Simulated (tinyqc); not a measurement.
From results back to parameters: two-band massive Dirac model of the K valleys. Five cases, with inputs chosen for the exercise.

Problem. In the valley model H = [[D/2, a t (kx - i ky)], [a t (kx + i ky), -D/2 + lam sz]], sz = +/-1, a t is hbar v. The gaps of the two spins, A and B, are G = D - lam and D + lam, the band-edge mass of A is c (D - lam)/(a t)^2, c = hbar^2/2m0, and its Berry curvature at the edge is 2 (a t)^2/G^2 in size. The values below come from hidden D, lam and t.

Constants: hbar^2/2m0 = 3.80998211 eV angstrom^2.

Find: D, lam, t; |Omega| at the A edge.

Method. The mean of the gaps is D and half their difference lam; a t = sqrt(c G_A/m). The curvature 2 (a t)^2/G^2 equals 2c/(m G).

Case 1.

Values chosen (out of a larger set: near those used for monolayer WS2; not measured data): a = 3.203 angstrom (lattice constant).

gaps (eV): A 1.6350, B 2.0250

mass of A = 0.328283 m0

Solution.

D, lam, t (eV): 1.830  0.195  1.360

|Omega| at the A edge = 14.197 angstrom^2

Case 2.

Values chosen (out of a larger set: near those used for monolayer WS2; not measured data): a = 3.202 angstrom (lattice constant).

gaps (eV): A 1.6350, B 2.0850

mass of A = 0.343475 m0

Solution.

D, lam, t (eV): 1.860  0.225  1.330

|Omega| at the A edge = 13.569 angstrom^2

Case 3.

Values chosen (out of a larger set: near those used for monolayer WSe2; not measured data): a = 3.317 angstrom (lattice constant).

gaps (eV): A 1.3490, B 1.7710

mass of A = 0.319061 m0

Solution.

D, lam, t (eV): 1.560  0.211  1.210

|Omega| at the A edge = 17.704 angstrom^2

Case 4.

Values chosen (out of a larger set: near those used for monolayer MoSe2; not measured data): a = 3.307 angstrom (lattice constant).

gaps (eV): A 1.2990, B 1.5010

mass of A = 0.546488 m0

Solution.

D, lam, t (eV): 1.400  0.101  0.910

|Omega| at the A edge = 10.734 angstrom^2

Case 5.

Values chosen (out of a larger set: near those used for monolayer MoSe2; not measured data): a = 3.308 angstrom (lattice constant).

gaps (eV): A 1.4270, B 1.5930

mass of A = 0.587003 m0

Solution.

D, lam, t (eV): 1.510  0.083  0.920

|Omega| at the A edge = 9.097 angstrom^2

Computed by tinyqc, one run a case: `OMP_NUM_THREADS=1 python tinyqc.py N N+1 out.jsonl` with N = 1451538, 1451576, 1451702, 1451711, 1451718; one thread of a shared Intel(R) Xeon(R) Processor @ 2.30GHz, about 0.01 s a run at most.
